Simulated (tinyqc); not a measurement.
Keating valence-force model of a tetrahedral crystal. Inputs raised by 5 %, one at a time. Computed by tinyqc, a small Python program. Command: `OMP_NUM_THREADS=1 python tinyqc.py 3008119 3008120 out.jsonl keating sens`. One thread of a shared host (Intel(R) Xeon(R) Processor @ 2.30GHz), about 0.1 s of CPU time with the checks.

Atom A sits at 0 and atom B at a/4 (1,1,1) of an fcc lattice; the four bonds from A are t = a/4 (1,1,1), a/4 (1,-1,-1), a/4 (-1,1,-1), a/4 (-1,-1,1), of length d = sqrt(3) a/4. Energy: E = (3 alpha/(8 d^2)) sum over bonds (r.r - d^2)^2 + (3 beta/(8 d^2)) sum over pairs of bonds at one atom (r_i.r_j + d^2/3)^2, with beta_A for the six pairs at A and beta_B for the six at B. The cell holds two atoms, Omega = a^3/4. 1 N/m = 1 J/m^2. With constants fitted to the elastic moduli this model puts optical and zone-boundary frequencies of real crystals too high, by up to about 20 % in elemental crystals and up to about 50 % in compounds, and mostly by more for TA modes; in compounds the lattice part of the static dielectric constant then comes out too low.

Inputs (values chosen for the exercise, modelled on cubic silicon carbide): lattice constant a = 4.36 angstrom; mass M_A = 28.086 u; mass M_B = 12.011 u; bond stretching alpha = 81.3 N/m; bond bending beta_A = 35.6 N/m; bond bending beta_B = 35.6 N/m; Born charge Z* = 2.62 e; eps_inf = 6.62; mesh divisions n = 6; temperature T = 900 K.

Structure: zinc blende.

Constants: nu for 1 eV/(angstrom^2 u) = 15.6333042 THz; 1 eV/angstrom^2 = 16.02176634 J/m^2; 1 THz = 33.35640952 1/cm; e^2/(4 pi eps_0) = 14.39964548 eV angstrom; h x 1 THz = 4.135667696 meV; k_B = 8.617333262e-05 eV/K.

Method:
- beta = (beta_A + beta_B)/2; C11 = (alpha + 3 beta)/a, C12 = (alpha - beta)/a, C44 = 4 alpha beta/(a (alpha + beta)); with the two sublattices clamped C44(0) = (alpha + beta)/a; internal-strain parameter zeta = (alpha - beta)/(alpha + beta); B = (C11 + 2 C12)/3.
- beta = (beta_A + beta_B)/2; mu = M_A M_B/(M_A + M_B); lambda = 4 (alpha + beta)/mu with the springs in eV/angstrom^2; nu = 15.6333042 THz x sqrt(lambda).
- The long-range field adds 4 pi Z*^2 (e^2/(4 pi eps_0))/(eps_inf Omega mu) to lambda for the longitudinal mode at q -> 0; lambda = (nu/15.6333042 THz)^2; eps_0 = eps_inf (nu_LO/nu_TO)^2 (Lyddane-Sachs-Teller; here eps_0 is the static dielectric constant).
- With displacements u exp(i q.r), each bracket changes by g.u, where g = (g_A, g_B): bond t, g = (-2 t, 2 t exp(i q.t)); pair (i, j) at A, g = (-(t_i + t_j), t_i exp(i q.t_j) + t_j exp(i q.t_i)); pair at B, g = (-t_i exp(-i q.t_j) - t_j exp(-i q.t_i), t_i + t_j). Then D_mn = sum over the 4 bonds and 12 pairs of (4 k/a^2) conj(g_m) g_n / sqrt(M_m M_n), with k = alpha or beta converted to eV/angstrom^2. Only the short-range forces enter; the Coulomb field of the charges is left out.
- An eigenvalue lambda of D in eV/(angstrom^2 u) gives nu = 15.6333042 THz x sqrt(lambda).
- Take the lowest frequency at X = (1, 0, 0) 2 pi/a, the transverse acoustic (TA) mode.
- Mesh: q = sum_i (m_i + 1/2)/n b_i, m_i = 0..n-1, with b = [[-1, 1, 1], [1, -1, 1], [1, 1, -1]] in 2 pi/a; sums over the six modes are averaged over the n^3 points and halved, per atom.
- With x = h nu/(k_B T) and n = 1/(exp(x) - 1) for each mode: F = k_B T [x/2 + ln(1 - exp(-x))], U = k_B T x (n + 1/2), S/k_B = x n - ln(1 - exp(-x)), C/k_B = x^2 n (n + 1).
- The acoustic share counts the three lowest modes at each q; zero-point energy = sum h nu/2.

Runs; columns: (1) input moved; (2) from; (3) to; (4) internal-strain parameter zeta; (5) nu_LO at G (THz); (6) TA frequency at X (THz); (7) zero-point energy (meV/atom):
```
(1)                               (2)      (3)      (4)     (5)     (6)     (7)
base run                            -        -  0.39093  33.330  14.001  123.84
lattice constant a (angstrom)    4.36    4.578  0.39093  32.788  14.001  123.84
mass M_B (u)                   12.011  12.6115  0.39093  32.769  13.956  122.01
bond stretching alpha (N/m)      81.3   85.365  0.41140  33.769  14.046  125.66
bond bending beta_A (N/m)        35.6    37.38  0.38042  33.427  14.151  124.49
Born charge Z* (e)               2.62    2.751  0.39093  33.732  14.001  123.84
eps_inf                          6.62    6.951  0.39093  33.142  14.001  123.84
temperature T (K)                 900      945  0.39093  33.330  14.001  123.84
```

Exponents ln(y'/y) / ln(x'/x):
```
input                  internal-strain parameter zeta  nu_LO at G  TA frequency at X  zero-point energy
lattice constant a                              0.000      -0.336              0.000              0.000
mass M_B                                        0.000      -0.348             -0.066             -0.306
bond stretching alpha                           1.046       0.268              0.066              0.299
bond bending beta_A                            -0.559       0.059              0.218              0.107
Born charge Z*                                  0.000       0.246              0.000              0.000
eps_inf                                         0.000      -0.116              0.000              0.000
temperature T                                   0.000       0.000              0.000              0.000
```

Among the inputs moved here: internal-strain parameter zeta answers most in size to bond stretching alpha (exponent +1.046), next to bond bending beta_A (-0.559); its exponent is below 0.0005 for lattice constant a, mass M_B, Born charge Z*, eps_inf, temperature T. nu_LO at G answers most in size to mass M_B (exponent -0.348), next to lattice constant a (-0.336); its exponent is below 0.0005 for temperature T. TA frequency at X answers most in size to bond bending beta_A (exponent +0.218), next to mass M_B (-0.066); its exponent is below 0.0005 for lattice constant a, Born charge Z*, eps_inf, temperature T. zero-point energy answers most in size to mass M_B (exponent -0.306), next to bond stretching alpha (+0.299); its exponent is below 0.0005 for lattice constant a, Born charge Z*, eps_inf, temperature T.
